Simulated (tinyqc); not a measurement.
Valley splitting of a silicon quantum well in envelope theory: sweeps and comparisons. A value that a table varies takes the place of the one given here.

The well lies at 0 < z < L; U(z) = V0 [1/(1 + exp(z/w)) + 1/(1 + exp((L - z)/w))] - e F z, 1 mV/nm = 1e-4 eV/angstrom. The envelope psi solves -(c/ml) psi'' + U psi = E psi, c = hbar^2/2m0, by three-point differences on a grid of 0.1 angstrom from -40 to L + 40 angstrom. The two valleys at +/- k0 couple through D = C0 times the integral of exp(-i q z) U(z) psi^2, q = 2 k0 (2 pi/a), and split by Ev = 2|D|.

Random alloy: with Y(z) = Yw + (Yb - Yw) B(z), B the bracket in U, and in-plane density exp(-r^2/ad^2)/(pi ad^2), D gains a random complex part of variance sigma^2 = (C0^2/pi)(a^2 V0/(8 ad (Yb - Yw)))^2 (4/a) times the integral of psi^4 Y (1 - Y). Alone it gives a mean splitting sqrt(pi) sigma; together with the smooth part the rms splitting is 2 sqrt(|D|^2 + sigma^2).

Constants: hbar^2/2m0 = 3.80998211 eV angstrom^2.

Parameters, chosen for this exercise (near those of a strained Si well in SiGe; shifted at random, so the results belong to these values and not to a real crystal): L = 56 angstrom (well width); V0 = 0.19 eV (conduction offset); ml = 0.909 m0 (mass along z); F = 10.6 mV/nm (field pressing towards the upper interface); k0 = 0.843 2 pi/a (valley position); a = 5.431 angstrom (lattice constant); C0 = 0.251 (Bloch overlap factor); Yb = 0.29 (Ge share of the barrier); Yw = 0 (Ge share of the well); ad = 100 angstrom (dot radius); ws = (0.3, 0.7, 1.1, 1.4, 2.1, 2.7, 4.5) angstrom (interface widths); Ls = (56, 57.4, 58.7, 60.1, 61.4, 62.8, 64.1, 65.5) angstrom (widths in steps of one atomic layer, a/4, rounded to the grid); F2 = 0 mV/nm (second field, zero or weak); w1 = 0.6 angstrom (interface width for this table); w = 0.9 angstrom (interface width parameter).

## Sharpness of the interface

The smooth part 2|D| and the disorder part against w, beside y/sinh(y) with y = pi q w. The 12 to 88 % width of the step is 4w.

Results:

| w (angstrom) | 4w (angstrom) | 2\|D\| (micro-eV) | y/sinh(y) | sqrt(pi) sigma (micro-eV) |
|---|---|---|---|---|
| 0.3 | 1.2 | 168.89 | 0.60 | 16.8 |
| 0.7 | 2.8 | 33.09 | 0.12 | 19.7 |
| 1.1 | 4.4 | 4.65 | 0.016 | 23.7 |
| 1.4 | 5.6 | 1.00 | 0.0032 | 27.1 |
| 2.1 | 8.4 | 0.02 | 6.6e-05 | 36.0 |
| 2.7 | 10.8 | 0.00 | 2.2e-06 | 44.2 |
| 4.5 | 18.0 | 0.00 | 5.8e-11 | 72.6 |

The smooth part needs a Fourier component of U psi^2 at a wavelength of 3.22 angstrom; from the first row to the third it falls by a factor 36.3, while y/sinh(y) falls by 37.7 (the envelope near the step and the phase between the two interfaces change too). The disorder part goes from 16.8 to 72.6 micro-eV, growing as the electron overlaps more alloy. It takes over between w = 0.7 and 1.1 angstrom, that is a step 2.8 to 4.4 angstrom wide, with 1.36 angstrom to an atomic layer.

## Adding atomic layers

The smooth splitting Ev = 2|D| with w = w1, at the field F2 and at F.

Results:

| L (angstrom) | q L mod 2 pi | Ev at F2 (micro-eV) | Ev at F (micro-eV) |
|---|---|---|---|
| 56.0 | 2.42 | 12.5 | 52.3 |
| 57.4 | 5.15 | 26.0 | 54.2 |
| 58.7 | 1.40 | 1.46 | 51.6 |
| 60.1 | 4.13 | 23.0 | 53.3 |
| 61.4 | 0.38 | 12.1 | 52.1 |
| 62.8 | 3.11 | 15.2 | 52.2 |
| 64.1 | 5.65 | 17.7 | 52.3 |
| 65.5 | 2.10 | 5.40 | 51.7 |

At F2 the splitting swings between 1.46 and 26 micro-eV, a ratio of 17.9, as the two interfaces add with the phase q L, which advances on average by 2.65 rad a layer. At F the ratio is 1.05, where in the first row psi^2 at the upper interface is 31.3 times that at the lower one: one interface dominates and the interference fades.

## What each parameter does

Orbital spacing, psi^2 at z = L, the smooth splitting and sigma; V0 is held fixed when Yw changes. Each row changes one parameter from the base and keeps the others.

Results:

| case | E2 - E1 (meV) | psi^2(L) (1e-3/angstrom) | 2\|D\| (micro-eV) | sigma (micro-eV) |
|---|---|---|---|---|
| base | 35.10 | 5.256 | 12.64 | 12.2 |
| ad = 140 angstrom | 35.10 | 5.256 | 12.64 | 8.7 |
| Yw = 0.03 | 35.10 | 5.256 | 12.64 | 92.6 |
| L = 62 angstrom | 32.34 | 5.141 | 12.67 | 11.9 |
| V0 = 0.237 eV | 35.94 | 4.121 | 12.64 | 12.2 |
| w = 1.17 angstrom | 35.35 | 5.007 | 3.26 | 13.8 |
| F = 15.9 mV/nm | 40.73 | 7.752 | 19.17 | 17.8 |
| k0 = 0.823 2 pi/a | 35.10 | 5.256 | 15.27 | 12.2 |
| C0 = 0.301 | 35.10 | 5.256 | 15.16 | 14.6 |

The largest shifts from the base row, up to three for each result and ties (the steps differ in size, so this ranks the rows, not the parameters). E2 - E1 (meV): F +5.63, L -2.76, V0 +0.84; unchanged at the printed digits by ad, Yw, k0 and C0. psi^2(L) (1e-3/angstrom): F +2.496, V0 -1.136, w -0.249; unchanged at the printed digits by ad, Yw, k0 and C0. 2|D| (micro-eV): w -9.38, F +6.54, k0 +2.64; unchanged at the printed digits by ad, Yw and V0. sigma (micro-eV): Yw +80.4, F +5.6, ad -3.5; unchanged at the printed digits by V0 and k0.

Computed by tinyqc, a small Python program: `OMP_NUM_THREADS=1 python tinyqc.py 1280641 1280642 out.jsonl` (the numbers bound the seed that draws the inputs); one thread of a shared host (Intel(R) Xeon(R) Processor @ 2.30GHz), about 0.1 s for the whole set of steps.
